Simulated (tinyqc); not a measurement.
One electron in a tunnel-coupled double dot: charge qubit, sensing and quantum capacitance: two steps of the calculation.

Basis (left, right), H = [[ep/2, tc], [tc, -ep/2]], splitting Om = sqrt(ep^2 + 4 tc^2), ep = al times the gate voltage. In equilibrium the electron is on the right with the chance P_R = [1 + (ep/Om) tanh(Om/2 kB T)]/2.

Parameters, values chosen for the exercise:

| symbol | value | unit | meaning |
|---|---|---|---|
| tc | 5.6 | ueV | tunnel coupling |
| T | 0.089 | K | electron temperature |
| se | 1.5 | ueV | deviation of quasi-static detuning noise |
| ep | 16.8 | ueV | detuning |

Constants: q = 1.602176634e-19 C, kB = 1.380649e-23 J/K, hbar = 1.054571817e-34 J s, h = 6.62607015e-34 J s, Vt = kB T/q. Results are converted to the units shown.

Problem 1. Splitting and occupation. Also the frequency Om/h, the mixing angle arctan2(2 tc, ep) and the weight of the right dot in the ground state, (1 + ep/Om)/2.

Find: Om; Om/h; mixing angle; ground-state weight; kB T; P_R.

Solution 1.

Om = 20.191 ueV
Om/h = 4.8822 GHz
mixing angle = 33.690 degree
ground-state weight = 0.91603
kB T = 7.6694 ueV
P_R = 0.86022

Problem 2. Dephasing by charge noise. Noise in ep shifts Om by (ep/Om) d + (2 tc^2/Om^3) d^2. For Gaussian d of deviation se the spread of Om is sqrt[(ep se/Om)^2 + 2 (2 tc^2 se^2/Om^3)^2], and T2* is estimated as sqrt(2) hbar/spread; Om T2*/h counts the oscillations within T2*.

Give: first-order spread; second-order spread; T2*; oscillations within T2*.

Solution 2.

first-order spread = 1.2481 ueV
second-order spread = 0.024245 ueV
T2* = 0.74569 ns
oscillations within T2* = 3.6406

At ep = 0 the first-order term vanishes and T2* would be 6.55 ns.

Numbers from tinyqc (`OMP_NUM_THREADS=1 python tinyqc.py 2470027 2470028 out.jsonl`; about 0.01 s on one thread of a shared Intel Xeon 2.30GHz).
